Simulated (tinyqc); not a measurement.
Binary melting diagram from solution models of liquid and solid: one step, computed by the program tinyqc.

x is the fraction of B. In a phase with interaction L: mu_A = G_A + R T ln(1 - x) + L x^2, mu_B = G_B + R T ln x + L (1 - x)^2. Melting: G(liquid) - G(solid) = H (1 - T/T_m) for each pure component.

Problem. Dilute B in A: partition coefficient and slope. At T_A, k0 = exp[(dG_B(T_A) + L_L - L_S)/(R T_A)]; van 't Hoff: m_L = -R T_A^2 (1 - k0)/H_A per unit fraction. Burton-Prim-Slichter: k_eff = k0/[k0 + (1 - k0) exp(-V delta/D)]. Freezing range of c0: |m_L| c0 |1 - k0|/k0.

Inputs (values chosen for the exercise, for a model alloy):
```
quantity                 value    unit
melting point T_A         1285       K
melting point T_B          690       K
heat of melting H_A       30.1  kJ/mol
heat of melting H_B       17.5  kJ/mol
liquid interaction L_L     5.3  kJ/mol
solid interaction L_S      3.7  kJ/mol
dilute content c0 of B   0.016       -
growth number V delta/D   0.12       -
```

Diagram: complete solid solution (lens).

Constants: R = 8.314462618 J/(mol K).

Give: partition coefficient k0; liquidus slope m_L; effective coefficient k_eff; freezing range.

Solution.

partition coefficient k0 = 0.2829

liquidus slope m_L = -327.1 K

effective coefficient k_eff = 0.3079

freezing range = 13.27 K

k0 < 1: the solid rejects B and B lowers the melting point. Faster growth moves k_eff towards 1.
